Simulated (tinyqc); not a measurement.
Inside a calculation: Kronig-Penney superlattice by transfer matrices. Values are carried at full precision from step to step, so a last printed digit may differ when a step is redone from the rounded ones.

Wells (width a, potential 0, mass mw) alternate with barriers (width b, height V0, mass mb); period d = a + b; c = hbar^2/2m0. The vector (psi, psi'/m) is continuous, and a layer of thickness t carries it by M = [[cos kt, (m/k) sin kt], [-(k/m) sin kt, cos kt]] with k = sqrt(m (E - V)/c); for E < V, k = i kappa gives [[cosh, (m/kappa) sinh], [(kappa/m) sinh, cosh]] of kappa t. A Bloch state obeys cos(q d) = tr(Mb Mw)/2.

Constants: hbar^2/2m0 = 3.80998211 eV angstrom^2; hbar = 6.58211957e-16 eV s.

Parameters, chosen for this exercise (near those of an InGaAs superlattice with barriers of InAlAs; the results hold for these values, not for the real material): a = 38 angstrom (well width); b = 14 angstrom (barrier width); V0 = 0.49 eV (barrier height); mw = 0.0421 m0 (mass in the wells); mb = 0.0763 m0 (mass in the barriers); E = 0.1823 eV (trial energy); F = 5 kV/cm (field along the axis).

## Layer matrices at one energy

Form the matrix of the well and of the barrier at E.

k in the well = 0.04488 1/angstrom
kappa in the barrier = 0.07850 1/angstrom

Mw (angstrom units):
```
          1         2
1  -0.13432   0.92951
2   -1.0564  -0.13432
```

Mb (angstrom units):
```
        1       2
1  1.6672  1.2966
2  1.3724  1.6672
```

## The matrix of one period

Multiply M = Mb Mw and take half the trace. If its size is at most 1, E lies in a miniband and q d = arccos(tr M/2); otherwise the state decays by exp(-arccosh|tr M/2|) a period.

M:
```
         1       2
1  -1.5937  1.3755
2  -1.9456  1.0517
```

tr M/2 = -0.2710
q d in a band, or the decay exponent in a gap = 1.845

E lies in a miniband; det M = 1.0000, as for any such product.

## Miniband edges

The edges are the energies where tr M/2 = +1 (q = 0) or -1 (q = pi/d); the first three minibands.

Minibands:
```
band  bottom (eV)  top (eV)  width (meV)
1          0.1072    0.2560        148.7
2          0.5626    1.0935        531.0
3          1.4591    2.6114       1152.3
```

1 miniband of these lies wholly below V0. The first gap is 306.6 meV wide; the single well of width a has E1 = 0.1639 eV, inside the first miniband.

## Dispersion along the axis

Solve tr M/2 = cos(q d) inside each miniband at q d/pi = 0, 1/6, ..., 1. The cosine form is E_bottom + (W/2)(1 - cos q d) with the true width W.

Energies (eV):
```
q d/pi  band 1  cosine form  band 2
0.000   0.1072       0.1072  1.0935
0.167   0.1137       0.1172  1.0276
0.333   0.1327       0.1444  0.9051
0.500   0.1629       0.1816  0.7819
0.667   0.2011       0.2188  0.6742
0.833   0.2385       0.2460  0.5943
1.000   0.2560       0.2560  0.5626
```

The cosine form, which holds for hopping between neighbouring wells alone, misses band 1 by at most 18.7 meV, 13 % of its width.

## Mass along the axis

With f(E) = tr M/2, 1 - (q d)^2/2 = 1 + f'(E_bottom)(E - E_bottom) gives m_z = -2 c f'/d^2 (f' by a central difference of 1e-6 eV at the bottom of band 1). The cosine form gives 4 c/(W d^2), W the width of band 1 between tr M/2 = +1 and -1.

f' = -21.17 1/eV
m_z = 0.05967 m0
m_z of the cosine form = 0.03789 m0
W = 148.75 meV

The mass along the axis is 1.42 times mw.

## In a field along the axis

One-band picture: ladder spacing e F d, Bloch frequency e F d/(2 pi hbar), and extent W/(e F) of a Stark state, with W the width of band 1; 1 kV/cm = 1e-5 V/angstrom.

e F d = 2.600 meV
Bloch frequency = 0.629 THz
W/(e F d) = 57.21 periods

The state spreads over about 57 periods.

## Checks

- Bottom of band 1 from 121 plane waves (the mass step taken by inverting the matrix of m) against the transfer matrix, eV: both 0.1072.

Program tinyqc; command `OMP_NUM_THREADS=1 python tinyqc.py 1280388 1280389 out.jsonl`; about 0.05 s on one thread of a shared Intel(R) Xeon(R) Processor @ 2.30GHz.
